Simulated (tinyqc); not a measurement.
Trading HF for NH4F at fixed fluoride: speciation in dilute and buffered hydrofluoric acid, oxide etch rate and bath loading. Computed by tinyqc, a small Python program. Command: `OMP_NUM_THREADS=1 python tinyqc.py 3120061 3120062 out.jsonl hfetch walk`. One thread of a shared host (Intel(R) Xeon(R) Processor @ 2.30GHz), about 0.01 s of CPU time with the checks.

Concentrations stand for activities, NH4+ and Cl- are spectators, and water ionisation is neglected. H, F and HF2 denote the ions H+, F- and HF2-. The base temperature is 298 K.

Inputs (values chosen for the exercise, of the order of those for thermal oxide at room temperature):
```
quantity                            value            unit
HF added                              0.4           mol/L
NH4F added                           0.27           mol/L
K1 = [H][F]/[HF]                 0.000712           mol/L
K2 = [HF2]/([HF][F])                 4.46           L/mol
K3 = [H2F2]/[HF]^2                   2.77           L/mol
rate constant of neutral HF k_a        13  nm L/(min mol)
rate constant of HF2 k_b               47  nm L/(min mol)
```

Method:
- Fluoride balance: [HF] + [F] + 2 [HF2] + 2 [H2F2] = HF added + NH4F added. Acid balance: [H] + [HF] + [HF2] + 2 [H2F2] = HF added + HCl added. For a trial [H], [HF] = [H][F]/K1, and the fluoride balance is a quadratic in [F].
- Rate = k_a ([HF] + 2 [H2F2]) + k_b [HF2], an empirical two-term form.
- Total fluoride is held at HF + NH4F added, without HCl; x is the share added as HF.

Against x:
```
x         pH  [F] (mol/L)  [HF] (mol/L)  [HF2] (mol/L)  rate (nm/min)
0.05  4.9871      0.61232       0.00886        0.02420         1.2580
0.15  4.3800      0.50337       0.02947        0.06617         3.5558
0.30  3.8764      0.36076       0.06736        0.10838         6.2960
0.40  3.6147      0.28162       0.09604        0.12062         7.5821
0.50  3.3791      0.21475       0.12598        0.12067         8.4522
0.60  3.1540      0.15842       0.15607        0.11028         8.9663
0.75  2.7981      0.08940       0.19988        0.07969         9.2214
0.90  2.3069      0.03471       0.24047        0.03723         9.0405
1.00  1.6976      0.00927       0.26119        0.01080         8.8162
```

What does the comparison show, and why?

[HF2] is largest at x = 0.5 and the rate at x = 0.75 among these rows; HF2 needs both HF and F. At its best the mixture etches 1.05 times as fast as HF alone.

Extremes, crossings and ranges named in words are read from the listed rows.
